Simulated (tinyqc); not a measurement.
Hubbard ring of 4 sites, step by step. Computed by tinyqc, a small Python program that keeps every step. Settings: hopping = 1.33, U = 9.8, mixing = 0.2, iteration cap = 74. Command: `OMP_NUM_THREADS=1 python tinyqc.py 21198 21199 out.jsonl` (the two numbers bound the seeds that draw the settings). One thread of a shared host (Intel(R) Xeon(R) Processor @ 2.60GHz), about 0.2 s of CPU time with the checks.

one-body matrix (hopping and site energies) (eV):
```
           1          2          3          4
1   0.840000  -1.330000   0.000000  -1.330000
2  -1.330000   0.440000  -1.330000   0.000000
3   0.000000  -1.330000   0.470000  -1.330000
4  -1.330000   0.000000  -1.330000  -0.580000
```

U = 9.800000 eV

electrons, up and down: 3  2

n(up) at the start (a guess, not normalised): 1 1.000000, 2 0.450000, 3 1.000000, 4 0.450000

n(down) at the start (a guess): 1 0.200000, 2 0.800000, 3 0.200000, 4 0.800000

Each step fills the lowest levels of T + U n(other spin) and sets n(new) = n + mixing (n(out) - n); stop when output and input agree to 1e-8.

Course of the cycle:
```
iteration      E (eV)  largest |n(out) - n(in)|  mean |n_up - n_down|
1          8.94002398                  4.11e-01              0.623446
2          8.83637841                  3.32e-01              0.627070
3          8.75485962                  2.74e-01              0.627818
4          8.68650041                  2.32e-01              0.626584
5          8.62673027                  2.00e-01              0.632381
6          8.57379935                  1.75e-01              0.644692
7          8.52738540                  1.54e-01              0.655638
8          8.48758615                  1.35e-01              0.665000
9          8.45437226                  1.17e-01              0.672783
10         8.42740152                  1.02e-01              0.679128
11         8.40604524                  8.76e-02              0.684236
...               ...                       ...                   ...
64         8.34196320                  5.80e-05              0.704346
65         8.34196320                  4.96e-05              0.704346
66         8.34196320                  4.24e-05              0.704346
67         8.34196320                  3.62e-05              0.704346
68         8.34196320                  3.10e-05              0.704347
69         8.34196319                  2.65e-05              0.704347
70         8.34196319                  2.26e-05              0.704347
71         8.34196319                  1.93e-05              0.704347
72         8.34196319                  1.65e-05              0.704347
73         8.34196319                  1.41e-05              0.704347
74         8.34196319                  1.21e-05              0.704347
```

Can the last value be used, and what does the course show?

Not by the stop rule, although the second column moves by less than 1e-07 over the last three steps. Not converged within 74 iterations: the residual falls steadily but slowly, by a factor of about 0.85 a step. The lowest mean-field energy found from random starts is 8.34196 eV. Reruns (cap 100 unless said): mixing 0.5: converged in 44 (E = 8.34196); mixing 0.9: converged in 21 (E = 8.34196); the original settings with a cap of 400: converged in 122 (E = 8.34196).
